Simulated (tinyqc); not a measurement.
# Raman shift of the zone-centre optical phonon of a diamond-structure crystal under stress, step by step

A worked calculation. Computed by tinyqc, a small Python program that keeps every step. Command: `OMP_NUM_THREADS=1 python tinyqc.py 3012933 3012934 out.jsonl ramanstress walk`. One thread of a shared host (Intel(R) Xeon(R) Processor @ 2.30GHz), about 0.01 s of CPU time with the checks. Intermediate numbers are printed to about 6 digits and carried at full precision; extremes and crossings named in words are read from the listed rows.

Axes x, y, z are the cube axes. Strain shifts the threefold optical mode and can split it; p, q and r are the phonon deformation potentials.

Inputs (values chosen for the exercise, modelled on diamond):
```
quantity                             value      unit
unstrained frequency omega_0          1331      1/cm
p/omega_0^2                          -2.91         -
q/omega_0^2                          -1.83         -
r/omega_0^2                          -1.86         -
C11                                   1067       GPa
C12                                  125.5       GPa
C44                                    583       GPa
stress sigma (tension positive)      -0.25       GPa
polarisation angle phi                  60    degree
temperature coefficient d omega/dT  -0.011  1/(cm K)
local temperature T                    310         K
laser wavelength                       488        nm
```

Stress state: uniaxial. Axis: [111].

Constants: h = 6.62607015e-34 J s; c = 299792458 m/s; k_B = 1.380649e-23 J/K.

## Compliances

S11 = (C11 + C12)/D, S12 = -C12/D, D = (C11 - C12)(C11 + 2 C12), S44 = 1/C44.

S11 = 0.960998 1/TPa

S12 = -0.101137 1/TPa

S44 = 1.71527 1/TPa

## Stress and strain tensors

Uniaxial stress along the unit vector n of the axis: sigma_ij = sigma n_i n_j. eps_xx = S11 sigma_xx + S12 (sigma_yy + sigma_zz), and cyclic; eps_xy = S44 sigma_xy/2 (tensor strain).

stress (GPa):
```
            x           y           z
x  -0.0833333  -0.0833333  -0.0833333
y  -0.0833333  -0.0833333  -0.0833333
z  -0.0833333  -0.0833333  -0.0833333
```

strain (per mille):
```
            x           y           z
x  -0.0632271  -0.0714694  -0.0714694
y  -0.0714694  -0.0632271  -0.0714694
z  -0.0714694  -0.0714694  -0.0632271
```

volume strain = -0.189681 per mille

## Secular matrix and shifts

Secular matrix: M_xx = p eps_xx + q (eps_yy + eps_zz), M_xy = 2 r eps_xy; its eigenvalues are omega^2 - omega_0^2, and the shifts are these over 2 omega_0.

M/(2 omega_0) (1/cm):
```
          x         y         z
x  0.276450  0.176934  0.176934
y  0.176934  0.276450  0.176934
z  0.176934  0.176934  0.276450
```

shifts, in rising order (1/cm): 0.099516  0.099516  0.630318

The triplet splits into a singlet and a doublet. Compression hardens every mode.

## Mean shift and Grueneisen parameter

gamma = -(p + 2q)/(6 omega_0^2); the mean of the three shifts is -gamma omega_0 x (volume strain).

mode Grueneisen parameter gamma = 1.095

mean shift = 0.276450 1/cm

## The line seen from a (001) surface

Backscattering from a (001) surface: incident polarisation (cos phi, sin phi, 0). With Raman tensors (R_z)_xy = (R_z)_yx = 1 and cyclic, only the z component u_z of a mode counts: I = u_z^2 sin^2(2 phi) for parallel and u_z^2 cos^2(2 phi) for crossed polarisers. An unresolved line sits at the intensity-weighted shift, which is M_zz/(2 omega_0).

total intensity, parallel = 0.75

total intensity, crossed = 0.25

shift of the observed line = 0.276450 1/cm

shift per stress = -1.10580 1/(cm GPa)

stress per shift = -904.322 MPa cm

Shear mixes z with x and y, so the line is a blend of modes with different shifts. Caution: this stress has components normal to the (001) face, so it cannot reach a free (001) surface; it can act on buried material.

## The same stress in different states

Uniaxial: sigma n n^T; biaxial: sigma (1 - n n^T); hydrostatic: sigma 1. The line seen from (001) is taken as unresolved, at the intensity-weighted shift M_zz/(2 omega_0).

Shifts (1/cm):
```
state                    lowest    middle   highest  line seen from (001)
uniaxial [100]         0.212834  0.212834  0.403683              0.212834
uniaxial [110]         0.042857  0.212834  0.573659              0.212834
uniaxial [001]         0.212834  0.212834  0.403683              0.403683
uniaxial [111]         0.099516  0.099516  0.630318              0.276450
biaxial, normal [001]  0.425667  0.616517  0.616517              0.425667
biaxial, normal [111]  0.199032  0.729834  0.729834              0.552900
hydrostatic            0.829350  0.829350  0.829350              0.829350
```

Seen from (001), uniaxial stress along [100] and along [110] give the same shift (0.213), and equal biaxial stress in the plane gives twice as much (0.426), since only sigma_xx + sigma_yy and sigma_zz enter M_zz. Stress along [001] gives 0.404. One measured shift therefore fixes the stress only once its state is assumed: read as uniaxial in the plane, a shift implies twice the stress that it does read as biaxial.

## Heating mistaken for stress

A temperature above 300 K shifts the line by (d omega/dT)(T - 300 K); divided by the shift per stress it poses as a stress; the total shift adds it to the shift of the observed line. The anti-Stokes to Stokes ratio is [(omega_L + omega_0)/(omega_L - omega_0)]^3 exp(-h c omega_0/(k_B T)) in photon counts, omega_L = 1/wavelength, resonance effects left out.

thermal shift = -0.11 1/cm

apparent stress from heating = 0.0994755 GPa

total shift = 0.166450 1/cm

anti-Stokes/Stokes ratio = 0.00306658

Heating poses as tension, 40 % of the true stress in size; the intensity ratio gives T apart from the shift.

Checks made by the program: mean of the eigenvalues against the trace rule (relative difference below 1e-10); weighted mean of the modes against M_zz (relative difference below 1e-10).
